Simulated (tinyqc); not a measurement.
Harmonic transition-state theory with quantum, tunnelling and friction corrections. Changing the temperature T. Computed by tinyqc, a small Python program. Command: `OMP_NUM_THREADS=1 python tinyqc.py 3018074 3018075 out.jsonl rates sweep`. One thread of a shared host (Intel(R) Xeon(R) Processor @ 2.30GHz), about 0.04 s of CPU time with the checks.

One atom hops between equivalent sites; three modes at the minimum and two real modes at the saddle are treated as harmonic, the rest of the crystal as unchanged; melting is ignored, so hot rows may lie above the melting point.

Inputs (values chosen for the exercise, modelled on a vacancy in copper): barrier E_b = 0.72 eV; imaginary frequency at the saddle nu_b = 2.93 THz; jump length d = 2.55 angstrom; number of jump directions z = 12.

Lattice of sites: three-dimensional.

frequencies at the minimum (THz): [4.64, 4.78, 4.81]

real frequencies at the saddle (THz): [3.9, 5.06]

Constants: k_B = 8.617333262e-05 eV/K; h x 1 THz = 4.135667696 meV.

Method:
- Vineyard: nu* = product of minimum frequencies / product of real saddle frequencies; k_cl = nu* exp(-E_b/(k_B T)).
- Activation entropy S = k_B ln(nu* h/(k_B T)); for uncorrelated jumps D = z k d^2/6 and D0 = z nu* d^2/6; 1 angstrom^2 = 1e-16 cm^2.
- Quantum harmonic: k_q = (k_B T/h) [prod 2 sinh(x_i/2) (minimum) / prod 2 sinh(x_j/2) (saddle)] exp(-E_b/(k_B T)), x = h nu/(k_B T).
- Zero-point correction to the barrier = (h/2)(sum of saddle frequencies - sum of minimum frequencies).
- With u = h nu_b/(k_B T): Wigner factor 1 + u^2/24; parabolic barrier (Bell) (u/2)/sin(u/2), valid above T_c = h nu_b/(2 pi k_B); symmetric Eckart barrier: kappa = int_0^infinity P(E) exp(-(E - E_b)/(k_B T)) dE/(k_B T), P = (cosh 2a - 1)/(cosh 2a + cosh 2d), a = alpha sqrt(E/E_b), alpha = 2 pi E_b/(h nu_b), 2d = 2 sqrt(alpha^2 - pi^2/4).

One run for each value:
```
temperature T (K)  classical rate k_cl (1/s)  ratio k_q/k_cl  Eckart factor  classical diffusivity D (cm^2/s)
320                               2.4739e+01          1.0252         1.0084                        3.2173e-14
400                               4.5843e+03          1.0161         1.0054                        5.9619e-12
490                               2.1256e+05          1.0107         1.0036                        2.7644e-10
610                               6.0853e+06          1.0069         1.0024                        7.9140e-09
760                               9.0855e+07          1.0044         1.0016                        1.1816e-07
940                               7.4580e+08          1.0029         1.0010                        9.6991e-07
1200                              5.1169e+09          1.0018         1.0007                        6.6546e-06
1400                              1.3835e+10          1.0013         1.0005                        1.7993e-05
1800                              5.2115e+10          1.0008         1.0003                        6.7776e-05
```

Describe and explain the trends.

Over the rows, classical rate k_cl (1/s) rises from 24.7 to 5.21e10 (exponent d ln y / d ln x 23 between the first rows and 5.3 between the last); ratio k_q/k_cl falls from 1.03 to 1.00 (exponent d ln y / d ln x -0.040 between the first rows and -0.0021 between the last); Eckart factor falls from 1.008 to 1.000 (exponent d ln y / d ln x -0.013 between the first rows and -7.2e-4 between the last). The apparent barrier of the corrected rate k_cl (k_q/k_cl) kappa(Eckart) is 0.718 eV between the coldest rows and 0.720 eV between the hottest, against E_b = 0.72 eV.

Caution (rows 1800): the barrier is under 5 k_B T, where harmonic rate theory loses accuracy.
